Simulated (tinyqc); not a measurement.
Temperatures in a stack of 3 dies with leakage feedback: one step of the calculation.

One-dimensional heat flow to a sink below die 0. The power of each die is released in a plane at its top; from the plane of die j > 0 heat crosses its silicon (ts), a bond layer and the wiring of die j - 1; from die 0 it crosses t0, paste and sink. Copper shares the path through bond and wiring in parallel: k_eff = fm km + (1 - fm) k. Silicon is taken at the temperature of the plane above it. Leakage is P_l exp((T - 350 K)/Tl).

Task. Resistances per area at 300 K. R = thickness/conductivity for each layer.

Inputs (values chosen for the exercise); conductivities of the order met in silicon, wiring layers, bonds and pastes:

| symbol | value | unit | meaning |
|---|---|---|---|
| k0 | 143 | W/(m K) | conductivity of silicon at 300 K |
| ts | 30 | um | thickness of a thinned die |
| t0 | 775 | um | thickness of the die next to the sink |
| tb | 12 | um | thickness of the wiring layers |
| kb | 1.6 | W/(m K) | conductivity of the wiring layers |
| tg | 10 | um | thickness of a bond layer |
| kg | 0.8 | W/(m K) | conductivity of the bond dielectric |
| fm | 0.2 |  | area share of copper through bond and wiring |
| km | 390 | W/(m K) | conductivity of copper |
| Rt | 0.06 | K cm^2/W | paste and lid |
| Rs | 0.7 | K cm^2/W | heat sink |

Find: thick die; thinned die; k_eff of the bond; k_eff of the wiring; bond plus wiring; paste plus sink.

Result.

thick die = 0.054196 K cm^2/W
thinned die = 0.0020979 K cm^2/W
k_eff of the bond = 78.640 W/(m K)
k_eff of the wiring = 79.280 W/(m K)
bond plus wiring = 0.0027852 K cm^2/W
paste plus sink = 0.76000 K cm^2/W

tinyqc, about 0.03 s, one thread, Intel Xeon 2.30GHz (shared host): `OMP_NUM_THREADS=1 python tinyqc.py 2162119 2162120 out.jsonl`
